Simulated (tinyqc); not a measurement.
## Gate voltage for a given inversion charge

Inverse problem. p-type body, charge-sheet picture, depletion and inversion only, full ionisation (an idealisation for deep acceptors), Boltzmann statistics (rough once Na exp(x - xn) passes about Nc/7). In units of Vt: xg = (Vg - Vfb)/Vt, x = psi/Vt, G = gamma/sqrt(Vt), xn = (2 phiF + Vc)/Vt. The implicit equation is (xg - x)^2 = G^2 [x - 1 + exp(x - xn)] for x above about 3. Cox = eps0 eox/tox. ni = sqrt(Nc Nv) exp(-Eg/(2 Vt)), Eg in volts; phiF = Vt ln(Na/ni); gamma = sqrt(2 q eps0 eps_r Na)/Cox. N_inv = (Cox Vt G/q) [sqrt(x - 1 + exp(x - xn)) - sqrt(x - 1)]. Find x - xn, psi and Vg.

Parameters, values chosen for the exercise; band and dielectric values close to those of silicon: temperature T = 350 K; band gap Eg = 1.11 eV; relative permittivity eps_r = 11.8; conduction-band density of states at T Nc = 3.47e19 cm^-3; valence-band density of states at T Nv = 3.35e19 cm^-3; relative permittivity of the gate insulator (close to silicon nitride) eox = 7.32; insulator thickness tox = 12 nm; acceptor density Na = 1.5e17 cm^-3; flat-band voltage Vfb = -0.58 V; channel-body voltage Vc = 0.5 V.

Constants: q = 1.602176634e-19 C, kB = 1.380649e-23 J/K, Vt = kB T/q, eps0 = 8.8541878128e-14 F/cm where lengths are in cm. Results are converted to the units shown.

N_inv = 5.6e10 cm^-2

Answer. N_inv rises steadily with x, so it fixes x; the implicit equation then gives xg directly.

x - xn = 1.120
psi = 1.316 V
Vg = 1.224 V

Numbers from tinyqc (`OMP_NUM_THREADS=1 python tinyqc.py 2122217 2122218 out.jsonl`; about 0.01 s on one thread of a shared Intel Xeon 2.30GHz).
